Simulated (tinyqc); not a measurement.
Schottky barrier on an n-type semiconductor, non-linear Poisson equation by Newton steps: one step of the calculation.

One dimension, metal at x = 0, donor density C(x) = Nd, uniform. Energies are counted from the electron Fermi level of the semiconductor and the conduction-band edge is Ec = -psi, so n = Nc exp(psi/Vt); holes follow the Fermi level of the metal, at -V, so p = Nv exp((V - psi - Eg)/Vt). Ends: psi(0) = V - phiB and psi = Vt ln(Nd/Nc) deep inside. Boltzmann statistics, full ionisation, no current, no image force in the Poisson equation.

Problem. Newton step. Solve the tridiagonal system a_(i-1) d_(i-1) + b_i d_i + a_i d_(i+1) = -F_i for nodes 1 to 12, with d = 0 on fixed nodes. Each component d is damped to sign(d) Vt ln(1 + |d|/Vt) before it is added.

Inputs (values chosen for the exercise): temperature T = 300 K.

Constants: q = 1.602176634e-19 C, kB = 1.380649e-23 J/K, Vt = kB T/q. Results are converted to the units shown.

coupling a_i, interval 0 to 12 (F/cm^2): 6.8790228e-7  6.1673998e-7  5.4863372e-7  4.9135877e-7  4.3836910e-7  3.9569600e-7  3.4395114e-7  3.1938320e-7  2.7946030e-7  2.4840916e-7  2.2356824e-7  1.9872733e-7  1.7885459e-7

```
node  diagonal b (F/cm^2)  residual F (C/cm^2)
1           -1.3046423e-6       -3.0991974e-16
2           -1.1653743e-6       -1.5507082e-14
3           -1.0400196e-6       -7.0045322e-13
4           -9.3064529e-7       -2.3717064e-11
5           -8.5304630e-7       -4.9070170e-10
6           -9.1936938e-7        -4.6461792e-9
7           -1.2063721e-6        -8.5205540e-9
8           -1.2123956e-6       -1.3809923e-10
9           -1.2232285e-6                   ~0
10          -1.2491434e-6                   ~0
11          -1.2914944e-6                   ~0
12          -1.3490394e-6                   ~0
```

psi at the start, node 0 to 13 (V): -0.62000000  -0.52137041  -0.42314806  -0.32757358  -0.23942008  -0.16388845  -0.10893898  -0.08307648  -0.08264409  -0.08264409  -0.08264409  -0.08264409  -0.08264409  -0.08264409

Find: Newton step d, before damping; psi after iteration 1.

Solution.

Newton step d, before damping, node 1 to 12 (V): -0.001935  -0.004093  -0.006519  -0.009227  -0.012227  -0.014898  -0.012246  -0.003534  -0.000843  -0.000173  -0.000031  -0.000005
psi after iteration 1, node 0 to 13 (V): -0.62000  -0.52324  -0.42695  -0.33339  -0.24731  -0.17390  -0.12070  -0.09310  -0.08596  -0.08347  -0.08282  -0.08267  -0.08265  -0.08264

Computed by the program tinyqc: `OMP_NUM_THREADS=1 python tinyqc.py 2020162 2020163 out.jsonl`, one thread of a shared Intel Xeon 2.30GHz, about 0.05 s for the whole run.

~0 in a residual or rate marks an entry under 1e-11 of the largest of its column.
